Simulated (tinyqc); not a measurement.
Worked calculation (part 1 of 2): MP2 on RHF in the sto-3g basis, for H6, spin multiplicity 1. Computed by tinyqc, a small Python program that keeps every step (integrals from PySCF). Settings: charge = 0, multiplicity = 1, basis = sto-3g, method = RHF, energy threshold = 1e-10, iteration cap = 77, orthogonalisation = symmetric, start = Wolfsberg-Helmholz matrix, DIIS depth = 6. Command: `OMP_NUM_THREADS=1 python tinyqc.py 27974 27975 out.jsonl` (the two numbers bound the seeds that draw the settings). One thread of a shared host (Intel(R) Xeon(R) Processor @ 2.60GHz), about 0.08 s of CPU time with the checks. The early iterations of the SCF are left out here.

## One-electron integrals

Geometry (angstrom):
```
atom         x         y         z
H     0.000000  0.000000  0.000000
H     0.000000  0.000000  0.991000
H     0.000000  0.000000  2.375000
H     0.000000  0.000000  3.366000
H     0.000000  0.000000  4.751000
H     0.000000  0.000000  5.741000
```

Basis sto-3g: exponents (1/bohr^2) and contraction coefficients of normalised primitives:
```
element  l (shell)  exponent  coefficient
H            s (1)  3.425251     0.154329
H            s (1)  0.623914     0.535328
H            s (1)  0.168855     0.444635
```

Overlap, kinetic and nuclear-attraction integrals over the contracted functions; the nuclear repulsion is the sum of Za Zb / Rab.

nuclear repulsion = 4.02819817 hartree

overlap S, order 1H 1s, 2H 1s, 3H 1s, 4H 1s, 5H 1s, 6H 1s:
```
[[1.000000, 0.501803, 0.062371, 0.008181, 0.000227, 0.000010],
 [0.501803, 1.000000, 0.302333, 0.062371, 0.003227, 0.000228],
 [0.062371, 0.302333, 1.000000, 0.501803, 0.062258, 0.008181],
 [0.008181, 0.062371, 0.501803, 1.000000, 0.301915, 0.062371],
 [0.000227, 0.003227, 0.062258, 0.301915, 1.000000, 0.502396],
 [0.000010, 0.000228, 0.008181, 0.062371, 0.502396, 1.000000]]
```

kinetic energy T (hartree), order 1H 1s, 2H 1s, 3H 1s, 4H 1s, 5H 1s, 6H 1s:
```
[[0.760032, 0.114683, -0.011260, -0.003878, -0.000216, -0.000014],
 [0.114683, 0.760032, 0.021695, -0.011260, -0.001919, -0.000216],
 [-0.011260, 0.021695, 0.760032, 0.114683, -0.011256, -0.003878],
 [-0.003878, -0.011260, 0.114683, 0.760032, 0.021570, -0.011260],
 [-0.000216, -0.001919, -0.011256, 0.021570, 0.760032, 0.115062],
 [-0.000014, -0.000216, -0.003878, -0.011260, 0.115062, 0.760032]]
```

nuclear attraction V (hartree), order 1H 1s, 2H 1s, 3H 1s, 4H 1s, 5H 1s, 6H 1s:
```
[[-2.327167, -1.155530, -0.134671, -0.017341, -0.000478, -0.000020],
 [-1.155530, -2.598369, -0.698103, -0.140622, -0.006948, -0.000480],
 [-0.134671, -0.698103, -2.726145, -1.278341, -0.140345, -0.017340],
 [-0.017341, -0.140622, -1.278341, -2.725975, -0.696992, -0.134671],
 [-0.000478, -0.006948, -0.140345, -0.696992, -2.598443, -1.157216],
 [-0.000020, -0.000480, -0.017340, -0.134671, -1.157216, -2.327646]]
```

core Hamiltonian H = T + V (hartree), order 1H 1s, 2H 1s, 3H 1s, 4H 1s, 5H 1s, 6H 1s:
```
[[-1.567135, -1.040846, -0.145931, -0.021219, -0.000694, -0.000034],
 [-1.040846, -1.838337, -0.676408, -0.151881, -0.008867, -0.000696],
 [-0.145931, -0.676408, -1.966113, -1.163658, -0.151601, -0.021218],
 [-0.021219, -0.151881, -1.163658, -1.965943, -0.675423, -0.145931],
 [-0.000694, -0.008867, -0.151601, -0.675423, -1.838411, -1.042154],
 [-0.000034, -0.000696, -0.021218, -0.145931, -1.042154, -1.567614]]
```

## Two-electron integrals

Functions are numbered as in S; the eight-fold symmetry (ij|kl) = (ji|kl) = (kl|ij) leaves the list below.

Two-electron integrals (ij|kl) in chemists' order, unique and non-zero (hartree):
```
(11|11) 0.774606   (21|11) 0.313488   (21|21) 0.161633   (22|11) 0.480983
(22|21) 0.313488   (22|22) 0.774606   (31|11) 0.026496   (31|21) 0.015477
(31|22) 0.035158   (31|31) 0.001902   (32|11) 0.096121   (32|21) 0.063681
(32|22) 0.167639   (32|31) 0.009476   (32|32) 0.053268   (33|11) 0.222635
(33|21) 0.142052   (33|22) 0.371245   (33|31) 0.026496   (33|32) 0.167639
(33|33) 0.774606   (41|11) 0.002643   (41|21) 0.001645   (41|22) 0.004011
(41|31) 0.000231   (41|32) 0.001245   (41|33) 0.004011   (41|41) 0.000030
(42|11) 0.015775   (42|21) 0.010205   (42|22) 0.026496   (42|31) 0.001628
(42|32) 0.009476   (42|33) 0.035158   (42|41) 0.000231   (42|42) 0.001902
(43|11) 0.093038   (43|21) 0.056983   (43|22) 0.142052   (43|31) 0.010205
(43|32) 0.063681   (43|33) 0.313488   (43|41) 0.001645   (43|42) 0.015477
(43|43) 0.161633   (44|11) 0.157211   (44|21) 0.093038   (44|22) 0.222635
(44|31) 0.015775   (44|32) 0.096121   (44|33) 0.480983   (44|41) 0.002643
(44|42) 0.026496   (44|43) 0.313488   (44|44) 0.774606   (51|11) 0.000051
(51|21) 0.000032   (51|22) 0.000081   (51|31) 0.000005   (51|32) 0.000031
(51|33) 0.000125   (51|41) 7.81e-07   (51|42) 0.000007   (51|43) 0.000056
(51|44) 0.000098   (51|51) 2.35e-08   (52|11) 0.000608   (52|21) 0.000374
(52|22) 0.000933   (52|31) 0.000063   (52|32) 0.000381   (52|33) 0.001649
(52|41) 0.000010   (52|42) 0.000087   (52|43) 0.000838   (52|44) 0.001649
(52|51) 3.19e-07   (52|52) 4.70e-06   (53|11) 0.009405   (53|21) 0.005547
(53|22) 0.013227   (53|31) 0.000928   (53|32) 0.005576   (53|33) 0.026441
(53|41) 0.000149   (53|42) 0.001422   (53|43) 0.015446   (53|44) 0.035089
(53|51) 0.000005   (53|52) 0.000087   (53|53) 0.001895   (54|11) 0.039590
(54|21) 0.022758   (54|22) 0.052603   (54|31) 0.003608   (54|32) 0.020977
(54|33) 0.095965   (54|41) 0.000578   (54|42) 0.005578   (54|43) 0.063575
(54|44) 0.167358   (54|51) 0.000021   (54|52) 0.000381   (54|53) 0.009445
(54|54) 0.053109   (55|11) 0.111382   (55|21) 0.062566   (55|22) 0.140738
(55|31) 0.009421   (55|32) 0.052666   (55|33) 0.222542   (55|41) 0.001445
(55|42) 0.013248   (55|43) 0.141979   (55|44) 0.371013   (55|51) 0.000051
(55|52) 0.000933   (55|53) 0.026441   (55|54) 0.167358   (55|55) 0.774606
(61|11) 1.78e-06   (61|21) 1.08e-06   (61|22) 2.67e-06   (61|31) 1.85e-07
(61|32) 1.12e-06   (61|33) 4.96e-06   (61|41) 2.89e-08   (61|42) 2.61e-07
(61|43) 2.54e-06   (61|44) 4.96e-06   (61|52) 1.41e-08   (61|53) 2.60e-07
(61|54) 1.11e-06   (61|55) 2.67e-06   (62|11) 0.000036   (62|21) 0.000021
(62|22) 0.000051   (62|31) 3.56e-06   (62|32) 0.000021   (62|33) 0.000098
(62|41) 5.69e-07   (62|42) 0.000005   (62|43) 0.000056   (62|44) 0.000125
(62|51) 1.99e-08   (62|52) 3.20e-07   (62|53) 0.000007   (62|54) 0.000031
(62|55) 0.000081   (62|62) 2.37e-08   (63|11) 0.001081   (63|21) 0.000623
(63|22) 0.001445   (63|31) 0.000099   (63|32) 0.000579   (63|33) 0.002643
(63|41) 0.000016   (63|42) 0.000150   (63|43) 0.001645   (63|44) 0.004011
(63|51) 5.67e-07   (63|52) 0.000010   (63|53) 0.000230   (63|54) 0.001243
(63|55) 0.004010   (63|61) 2.89e-08   (63|62) 7.84e-07   (63|63) 0.000030
(64|11) 0.007323   (64|21) 0.004148   (64|22) 0.009423   (64|31) 0.000637
(64|32) 0.003614   (64|33) 0.015775   (64|41) 0.000099   (64|42) 0.000930
(64|43) 0.010205   (64|44) 0.026496   (64|51) 3.56e-06   (64|52) 0.000063
(64|53) 0.001625   (64|54) 0.009463   (64|55) 0.035155   (64|61) 1.85e-07
(64|62) 0.000005   (64|63) 0.000231   (64|64) 0.001902   (65|11) 0.050767
(65|21) 0.028204   (65|22) 0.062647   (65|31) 0.004152   (65|32) 0.022816
(65|33) 0.093131   (65|41) 0.000624   (65|42) 0.005563   (65|43) 0.057037
(65|44) 0.142180   (65|51) 0.000021   (65|52) 0.000375   (65|53) 0.010199
(65|54) 0.063668   (65|55) 0.313955   (65|61) 1.08e-06   (65|62) 0.000032
(65|63) 0.001646   (65|64) 0.015494   (65|65) 0.162056   (66|11) 0.092175
(66|21) 0.050712   (66|22) 0.111406   (66|31) 0.007323   (66|32) 0.039650
(66|33) 0.157211   (66|41) 0.001081   (66|42) 0.009423   (66|43) 0.093038
(66|44) 0.222635   (66|51) 0.000036   (66|52) 0.000609   (66|53) 0.015751
(66|54) 0.096018   (66|55) 0.481311   (66|61) 1.78e-06   (66|62) 0.000051
(66|63) 0.002643   (66|64) 0.026496   (66|65) 0.313955   (66|66) 0.774606
```

## Orthogonalisation

S = U s U^T; symmetric (Loewdin) form X = U s^(-1/2) U^T, so that X^T S X = 1.

eigenvalues of S: [0.345881, 0.454381, 0.606847, 1.223312, 1.542234, 1.827344]

X, order 1H 1s, 2H 1s, 3H 1s, 4H 1s, 5H 1s, 6H 1s:
```
[[1.119948, -0.312956, 0.040428, -0.009017, 0.001053, -0.000238],
 [-0.312956, 1.167181, -0.198491, 0.041918, -0.004650, 0.001055],
 [0.040428, -0.198491, 1.170987, -0.326050, 0.041887, -0.009025],
 [-0.009017, 0.041918, -0.326050, 1.170856, -0.198240, 0.040430],
 [0.001053, -0.004650, 0.041887, -0.198240, 1.167407, -0.313446],
 [-0.000238, 0.001055, -0.009025, 0.040430, -0.313446, 1.120291]]
```

## Starting guess

The start is the generalised Wolfsberg-Helmholz matrix (K = 1.75) built on H; D = 2 C_occ C_occ^T.

D at the start, order 1H 1s, 2H 1s, 3H 1s, 4H 1s, 5H 1s, 6H 1s:
```
[[0.519440, 0.616327, -0.080852, -0.281253, 0.055942, 0.150035],
 [0.616327, 0.808212, 0.129662, -0.174146, -0.041750, 0.056040],
 [-0.080852, 0.129662, 0.709793, 0.601636, -0.173625, -0.280666],
 [-0.281253, -0.174146, 0.601636, 0.710138, 0.129353, -0.080941],
 [0.055942, -0.041750, -0.173625, 0.129353, 0.807685, 0.616268],
 [0.150035, 0.056040, -0.280666, -0.080941, 0.616268, 0.519583]]
```

## Iteration 6 (converged): orbitals

converged F (hartree), order 1H 1s, 2H 1s, 3H 1s, 4H 1s, 5H 1s, 6H 1s:
```
[[-0.252344, -0.482351, -0.085338, -0.000452, 0.001272, -0.002878],
 [-0.482351, -0.287971, -0.237481, -0.084774, -0.005916, 0.001270],
 [-0.085338, -0.237481, -0.290235, -0.483997, -0.084621, -0.000482],
 [-0.000452, -0.084774, -0.483997, -0.290126, -0.237132, -0.085309],
 [0.001272, -0.005916, -0.084621, -0.237132, -0.288212, -0.482779],
 [-0.002878, 0.001270, -0.000482, -0.085309, -0.482779, -0.252705]]
```

Diagonalise F' = X^T F X, C = X C', fill 3 alpha and 3 beta electrons from the bottom; D = 2 C_occ C_occ^T. Each column has its largest component positive (the first on a tie).

F' = X^T F X (hartree):
```
[[-0.008921, -0.487314, 0.049233, 0.001205, 0.002183, -0.004119],
 [-0.487314, 0.022622, -0.235395, 0.051351, -0.005820, 0.002187],
 [0.049233, -0.235395, 0.025735, -0.500447, 0.051320, 0.001155],
 [0.001205, 0.051351, -0.500447, 0.025653, -0.235058, 0.049232],
 [0.002183, -0.005820, 0.051320, -0.235058, 0.022721, -0.487811],
 [-0.004119, 0.002187, 0.001155, 0.049232, -0.487811, -0.008744]]
```

orbital energies (hartree): [-0.584458, -0.505929, -0.402378, 0.290388, 0.515985, 0.765460]

coefficients C, order 1H 1s, 2H 1s, 3H 1s, 4H 1s, 5H 1s, 6H 1s:
```
[[0.212332, -0.386311, -0.381997, 0.563286, -0.696153, 0.460194],
 [0.280625, -0.411158, -0.289137, -0.387642, 0.757731, -0.667538],
 [0.387034, -0.079547, 0.426379, -0.597942, -0.195879, 0.886883],
 [0.386974, 0.077844, 0.426794, 0.598602, -0.193418, -0.886729],
 [0.280966, 0.411749, -0.287772, 0.386117, 0.758548, 0.668124],
 [0.212818, 0.387252, -0.380567, -0.561650, -0.697709, -0.461175]]
```

D after iteration 6, order 1H 1s, 2H 1s, 3H 1s, 4H 1s, 5H 1s, 6H 1s:
```
[[0.680485, 0.657740, -0.099932, -0.221878, 0.021046, 0.081927],
 [0.657740, 0.662803, 0.036072, -0.093627, -0.014484, 0.021072],
 [-0.099932, 0.036072, 0.675845, 0.651112, -0.093420, -0.221405],
 [-0.221878, -0.093627, 0.651112, 0.675923, 0.035918, -0.099847],
 [0.021046, -0.014484, -0.093420, 0.035918, 0.662584, 0.657524],
 [0.081927, 0.021072, -0.221405, -0.099847, 0.657524, 0.680173]]
```

## Convergence

Stop when the energy changes by less than 1e-10 hartree and every element of the error matrix X^T (F D S - S D F) X is below 3e-06.

Course of the cycle:
```
iteration  E (hartree)     change  largest element of the error matrix
1          -3.15366197          -                             1.27e-01
2          -3.18615935  -3.25e-02                             1.75e-02
3          -3.18705742  -8.98e-04                             4.61e-03
4          -3.18712277  -6.54e-05                             5.16e-05
5          -3.18712277  -4.44e-09                             2.29e-06
6          -3.18712277  -1.67e-11                             1.46e-07
```

PySCF RHF in the same basis = -3.18712277 hartree

Converged in 6 iterations.

## Populations, bond orders and dipole

Mulliken: Z minus the diagonal of D S on the atom; Loewdin: the same with S^(1/2) D S^(1/2); Mayer order: 2 sum_s sum (D(s) S)_ij (D(s) S)_ji over the two atoms.

Charges (e):
```
atom   Mulliken    Loewdin
1H    -0.002498  -0.007834
2H     0.002117   0.007375
3H     0.000380   0.000472
4H     0.000385   0.000440
5H     0.002093   0.007352
6H    -0.002477  -0.007805
```

Mayer bond orders:
```
pair      order
2-1    0.947427
3-1   -0.001100
3-2    0.052966
4-1    0.047654
4-2   -0.001088
4-3    0.901776
5-1   -0.000073
5-2    0.000764
5-3   -0.001085
5-4    0.052756
6-1    0.006087
6-2   -0.000073
6-3    0.047444
6-4   -0.001098
6-5    0.947635
```

dipole moment about the origin, x y z (debye): [0.000000, 0.000000, 0.000096]

## Integrals over molecular orbitals

(pq|rs) = sum C_ip C_jq C_kr C_ls (ij|kl), one index at a time.

one-electron integrals over orbitals h = C^T H C (hartree):
```
[[-2.034033, 0.000265, -0.123552, 0.000092, -0.069770, -0.000115],
 [0.000265, -1.843961, 0.000258, -0.142448, -0.000278, -0.055987],
 [-0.123552, 0.000258, -1.844561, -0.000463, 0.124460, -0.000075],
 [0.000092, -0.142448, -0.000463, -1.525256, -0.000192, 0.131830],
 [-0.069770, -0.000278, 0.124460, -0.000192, -1.282762, 0.000241],
 [-0.000115, -0.055987, -0.000075, 0.131830, 0.000241, -1.240400]]
```

Two-electron integrals over orbitals (pq|rs), unique and non-zero (hartree):
```
(11|11) 0.383254    (21|11) -0.000064   (21|21) 0.125329    (22|11) 0.301319
(22|21) 0.000426    (22|22) 0.365550    (31|11) 0.077244    (31|21) -0.000175
(31|22) -0.059556   (31|31) 0.129001    (32|11) -0.000266   (32|21) -0.121570
(32|22) -0.000254   (32|31) -0.000328   (32|32) 0.137659    (33|11) 0.359007
(33|21) -0.000477   (33|22) 0.316416    (33|31) 0.043850    (33|32) 0.000352
(33|33) 0.357996    (41|11) 0.000007    (41|21) 0.033645    (41|22) -0.000098
(41|31) 0.000111    (41|32) 0.004713    (41|33) 0.000051    (41|41) 0.082259
(42|11) 0.050499    (42|21) -0.000240   (42|22) -0.005167   (42|31) 0.046541
(42|32) 4.03e-07    (42|33) 0.013152    (42|41) -0.000168   (42|42) 0.068918
(43|11) 0.000240    (43|21) 0.056463    (43|22) 0.000097    (43|31) 0.000246
(43|32) -0.053958   (43|33) -0.000100   (43|41) 0.016949    (43|42) 0.000151
(43|43) 0.076161    (44|11) 0.357477    (44|21) -0.000404   (44|22) 0.315087
(44|31) 0.041308    (44|32) 0.000270    (44|33) 0.348927    (44|41) 0.000022
(44|42) 0.019638    (44|43) -0.000066   (44|44) 0.360939    (51|11) 0.008966
(51|21) 0.000071    (51|22) 0.024712    (51|31) -0.020371   (51|32) 0.000087
(51|33) -0.009227   (51|41) 0.000097    (51|42) 0.041272    (51|43) 0.000128
(51|44) -0.002634   (51|51) 0.048779    (52|11) 0.000134    (52|21) 0.019791
(52|22) -0.000073   (52|31) 0.000185    (52|32) 0.006001    (52|33) 0.000090
(52|41) 0.056207    (52|42) 0.000070    (52|43) -0.041668   (52|44) 0.000082
(52|51) 0.000175    (52|52) 0.092611    (53|11) -0.057327   (53|21) 0.000231
(53|22) -0.000017   (53|31) -0.049625   (53|32) 0.000025    (53|33) -0.024140
(53|41) 0.000163    (53|42) -0.066768   (53|43) -0.000192   (53|44) -0.020481
(53|51) -0.038067   (53|52) -0.000038   (53|53) 0.070620    (54|11) 0.000215
(54|21) 0.120948    (54|22) 0.000248    (54|31) 0.000270    (54|32) -0.132387
(54|33) -0.000380   (54|41) 0.001207    (54|42) -0.000014   (54|43) 0.055305
(54|44) -0.000312   (54|51) -0.000059   (54|52) -0.005112   (54|53) -2.45e-06
(54|54) 0.140630    (55|11) 0.312017    (55|21) 0.000352    (55|22) 0.368433
(55|31) -0.052254   (55|32) -0.000185   (55|33) 0.324928    (55|41) -0.000075
(55|42) -0.001953   (55|43) 0.000085    (55|44) 0.331949    (55|51) 0.025118
(55|52) -0.000061   (55|53) -0.001226   (55|54) 0.000203    (55|55) 0.389032
(61|11) 0.000044    (61|21) -0.001827   (61|22) 0.000061    (61|31) 3.49e-06
(61|32) -0.012831   (61|33) -0.000038   (61|41) -0.029420   (61|42) 0.000109
(61|43) -0.055373   (61|44) -0.000023   (61|51) -0.000013   (61|52) 0.034667
(61|53) -0.000077   (61|54) 0.010687    (61|55) 0.000047    (61|61) 0.068995
(62|11) 0.014122    (62|21) 0.000086    (62|22) 0.029038    (62|31) -0.018324
(62|32) 0.000068    (62|33) -0.000491   (62|41) 0.000123    (62|42) 0.039327
(62|43) 0.000150    (62|44) -0.002554   (62|51) 0.046331    (62|52) 0.000183
(62|53) -0.041169   (62|54) -0.000059   (62|55) 0.028317    (62|61) -0.000033
(62|62) 0.048185    (63|11) -1.49e-06   (63|21) -0.037120   (63|22) 0.000086
(63|31) -0.000111   (63|32) 0.002140    (63|33) -0.000022   (63|41) -0.080255
(63|42) 0.000185    (63|43) -0.018677   (63|44) -0.000029   (63|51) -0.000080
(63|52) -0.056935   (63|53) -0.000192   (63|54) -0.000947   (63|55) 0.000086
(63|61) 0.029116    (63|62) -0.000107   (63|63) 0.084844    (64|11) -0.078974
(64|21) 0.000187    (64|22) 0.053617    (64|31) -0.124760   (64|32) 0.000305
(64|33) -0.044943   (64|41) -0.000096   (64|42) -0.048748   (64|43) -0.000245
(64|44) -0.045565   (64|51) 0.017776    (64|52) -0.000181   (64|53) 0.050801
(64|54) -0.000269   (64|55) 0.055775    (64|61) -0.000006   (64|62) 0.017420
(64|63) 0.000105    (64|64) 0.133696    (65|11) -0.000038   (65|21) 0.128442
(65|22) 0.000392    (65|31) -0.000110   (65|32) -0.125479   (65|33) -0.000485
(65|41) 0.035390    (65|42) -0.000229   (65|43) 0.059998    (65|44) -0.000420
(65|51) 0.000062    (65|52) 0.020719    (65|53) 0.000221    (65|54) 0.130541
(65|55) 0.000346    (65|61) -0.002982   (65|62) 0.000081    (65|63) -0.040810
(65|64) 0.000138    (65|65) 0.142608    (66|11) 0.404698    (66|21) -0.000102
(66|22) 0.318643    (66|31) 0.081971    (66|32) -0.000246   (66|33) 0.380600
(66|41) 9.08e-07    (66|42) 0.055590    (66|43) 0.000249    (66|44) 0.386556
(66|51) 0.010775    (66|52) 0.000143    (66|53) -0.063294   (66|54) 0.000206
(66|55) 0.338168    (66|61) 0.000046    (66|62) 0.016237    (66|63) 0.000007
(66|64) -0.089179   (66|65) -0.000081   (66|66) 0.447258
```
